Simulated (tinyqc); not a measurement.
Leakage through a gate insulator: direct, Fowler-Nordheim, trap-assisted and Poole-Frenkel currents: one step, computed by the program tinyqc. Command: `OMP_NUM_THREADS=1 python tinyqc.py 3005110 3005111 out.jsonl oxideleak walk`. One thread of a shared host (Intel(R) Xeon(R) Processor @ 2.30GHz), about 0.01 s of CPU time with the checks.

Electrons enter from the cathode Fermi level at x = 0; the conduction band of the insulator lies phi_b - e F x above it, F = V/t. WKB exponents use a parabolic band with mass m.

Problem. Field and tunnelling without traps. For a level a distance phi(x) below the band, the WKB exponent is 2 int kappa dx with kappa = sqrt(m phi/(hbar^2/2m_0)); for a linear barrier from phi_1 down to phi_2 = max(phi_1 - e F d, 0) it is G = (4/3) sqrt(m/(hbar^2/2m_0)) (phi_1^(3/2) - phi_2^(3/2))/(e F). J_tun = e^3 F^2/(16 pi^2 hbar m phi_b) x exp(-G) / [1 - sqrt(phi_2/phi_b)]^2 with the free-electron mass in the cathode (m in m_0), phi_2 = max(phi_b - e V, 0): direct tunnelling for e V < phi_b, Fowler-Nordheim above. Image forces, back-flow and the limit on supply are left out, so J_tun is overstated below about 0.5 V. Equivalent oxide thickness = 3.9 t/eps_ox.

Inputs (values chosen for the exercise, with an insulator like Al2O3):
```
quantity                        value  unit
thickness t                         2    nm
barrier phi_b                     2.3    eV
tunnelling mass m                0.36   m_0
static constant eps_ox           9.32     -
voltage across the insulator V   0.44     V
```

Constants: hbar^2/(2 m_0) = 3.80998212 eV angstrom^2; e = 1.602176634e-19 C; hbar = 1.054571817e-34 J s.

Give: field F; equivalent oxide thickness; WKB exponent G; tunnelling current J_tun.

Solution.

field F = 2.2 MV/cm

equivalent oxide thickness = 0.8369 nm

WKB exponent G = 17.72

tunnelling current J_tun = 17.81 A/cm^2

The barrier is a trapezoid: direct tunnelling. Caution: at so low a voltage the back-flow from the anode and the carrier supply, left out of this formula, matter.
